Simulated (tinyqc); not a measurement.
From results back to parameters: Shockley-Read-Hall recombination through one deep level. Four cases, with inputs chosen for the exercise.

Problem. Deep-level transient spectroscopy: the emission rate is en = gam sigma T^2 exp(-dE/kB T), dE = Ec - Et. Two rates were computed from hidden dE and sigma.

Constants: kB = 8.617333262e-05 eV/K.

Find: ln(en/T^2) at T1 and T2; dE; sigma.

Method. ln(en/T^2) against 1/T is a line of slope -dE/kB and intercept ln(gam sigma); plotting ln en alone would overstate dE by about 2 kB T.

Case 1.

Values chosen (out of a larger set: gap and densities of states near those of Si at this temperature; not measured data):
- gam = 5.5e+21 1/(cm^2 s K^2) (vth Nc/T^2, which does not depend on T)
- T1 = 183 K
- T2 = 205 K

en(T1) = 1.14325 1/s
en(T2) = 18.9180 1/s

Solution.

ln(en/T^2) at T1 and T2: -10.2851  -7.7059

dE = 0.379 eV
sigma = 1.7e-16 cm^2

Case 2.

Values chosen (out of a larger set: gap and densities of states near those of GaAs at this temperature; not measured data):
- gam = 1.1e+20 1/(cm^2 s K^2) (vth Nc/T^2, which does not depend on T)
- T1 = 88 K
- T2 = 102 K

en(T1) = 0.479026 1/s
en(T2) = 17.6639 1/s

Solution.

ln(en/T^2) at T1 and T2: -9.6907  -6.3784

dE = 0.183 eV
sigma = 1.7e-14 cm^2

Case 3.

Values chosen (out of a larger set: gap and densities of states near those of Si at this temperature; not measured data):
- gam = 5.6e+21 1/(cm^2 s K^2) (vth Nc/T^2, which does not depend on T)
- T1 = 142 K
- T2 = 162 K

en(T1) = 2.74055 1/s
en(T2) = 69.2625 1/s

Solution.

ln(en/T^2) at T1 and T2: -8.9035  -5.9373

dE = 0.294 eV
sigma = 6.6e-16 cm^2

Case 4.

Values chosen (out of a larger set: gap and densities of states near those of SiC at this temperature; not measured data):
- gam = 4.1e+21 1/(cm^2 s K^2) (vth Nc/T^2, which does not depend on T)
- T1 = 77 K
- T2 = 89 K

en(T1) = 1.39299 1/s
en(T2) = 48.0549 1/s

Solution.

ln(en/T^2) at T1 and T2: -8.3562  -5.1049

dE = 0.160 eV
sigma = 1.7e-15 cm^2

Computed by tinyqc, one run a case: `OMP_NUM_THREADS=1 python tinyqc.py N N+1 out.jsonl` with N = 1680810, 1680822, 1680927, 1681015; one thread of a shared Intel(R) Xeon(R) Processor @ 2.30GHz, about 0.01 s a run at most.
